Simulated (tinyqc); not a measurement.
Worked calculation: finite square well with mass mismatch (envelope functions). Values are carried at full precision from step to step, so a last printed digit may differ when a step is redone from the rounded ones.

A square well of width L and depth V0, mass mw inside and mb outside, energies from the bottom of the well, c = hbar^2/2m0. k = sqrt(mw E/c), kappa = sqrt(mb (V0 - E)/c). psi and psi'/m are continuous at the walls (BenDaniel-Duke), so level n solves k L + 2 atan[(k/mw)/(kappa/mb)] = n pi.

Constants: hbar^2/2m0 = 3.80998211 eV angstrom^2.

Inputs chosen for the exercise (near those of a GaAs well in AlGaAs; shifted at random, so the results belong to these values and not to a real crystal):
- L = 102 angstrom (well width)
- V0 = 0.194 eV (barrier height)
- mw = 0.0661 m0 (mass in the well)
- mb = 0.0869 m0 (mass in the barrier)
- alpha_w = 0.59 1/eV (non-parabolicity in the well)
- alpha_b = 0.28 1/eV (non-parabolicity in the barrier)

## How many levels are bound

At E = V0 the arctangent equals pi/2, so level n is bound if k0 L > (n - 1) pi with k0 = sqrt(mw V0/c). Compare with the infinitely deep well, E1(hard) = c (pi/L)^2/mw.

k0 = 0.05801 1/angstrom
k0 L/pi = 1.8836
number of bound levels = 2
E1(hard) = 0.0547 eV

The count does not depend on mb. One more level binds at L = 108.3 angstrom.

## The lowest level by bisection

f(E) = k L + 2 atan[(k/mw)/(kappa/mb)] - pi rises with E. Twelve halvings of [0, V0]: keep the half in which f changes sign.

Bisection:
```
step,low (eV),high (eV),midpoint (eV),k,kappa,f
1,0.00000,0.19400,0.09700,0.04102,0.04704,2.7499
2,0.00000,0.09700,0.04850,0.02901,0.05761,0.9867
3,0.00000,0.04850,0.02425,0.02051,0.06222,-0.2316
4,0.02425,0.04850,0.03637,0.02512,0.05996,0.4277
5,0.02425,0.03637,0.03031,0.02293,0.06110,0.1142
6,0.02425,0.03031,0.02728,0.02176,0.06167,-0.0539
7,0.02728,0.03031,0.02880,0.02235,0.06138,0.0312
8,0.02728,0.02880,0.02804,0.02206,0.06152,-0.0111
9,0.02804,0.02880,0.02842,0.02220,0.06145,0.0101
10,0.02804,0.02842,0.02823,0.02213,0.06149,-0.0004
11,0.02823,0.02842,0.02832,0.02217,0.06147,0.0049
12,0.02823,0.02832,0.02828,0.02215,0.06148,0.0022
```

After twelve halvings the bracket is V0/4096 = 0.047 meV wide.

## Bound levels

Solve the condition for each n (six at most). With A = cos(kL/2) for even and sin(kL/2) for odd levels, the probability in the barriers is Pb = (A^2/kappa)/(A^2/kappa + L/2 +/- sin(kL)/(2k)), + for even.

Levels:
```
n,parity,E (eV),k (1/angstrom),kappa (1/angstrom),Pb
1,even,0.0282,0.02213,0.06149,0.0417
2,odd,0.1096,0.04361,0.04387,0.1880
```

The lowest level lies at 52 % of the infinite-well value and decays into the barrier over 1/kappa = 16.3 angstrom.

## Mass in the plane and density of states

To first order in the in-plane energy, 1/m_par = (1 - Pb)/mw + Pb/mb for each subband. Each adds a step D = m_par/(2 pi c) to the density of states per area (spin included, one valley); 1/angstrom^2 = 1e16/cm^2.

Subbands:
```
n,m_par (m0),D (1e13/(eV cm^2))
1,0.0668,2.789
2,0.0692,2.891
```

## Levels with energy-dependent masses

Non-parabolic bands: mw is replaced by mw (1 + alpha_w E) and mb by mb (1 - alpha_b (V0 - E)), in k, kappa and the matching condition alike.

Solve the same condition with the energy-dependent masses, and list the shift from the parabolic levels that exist in both.

Levels:
```
n,E (eV),mass inside,mass outside,shift (meV)
1,0.0283,0.0672,0.0829,0.1
2,0.1065,0.0703,0.0848,-3.1
```

Level 1 moves by +0.1 meV and level 2 by -3.1 meV. The lighter mass deep in the barrier hardens the wall for low levels; the heavier mass in the well wins higher up.

## Checks

- Lowest level by finite differences (200 cells across the well) against the matching condition, eV: both 0.0282.

tinyqc: `OMP_NUM_THREADS=1 python tinyqc.py 1250638 1250639 out.jsonl`; about 0.01 s, one thread, shared Intel(R) Xeon(R) Processor @ 2.30GHz.
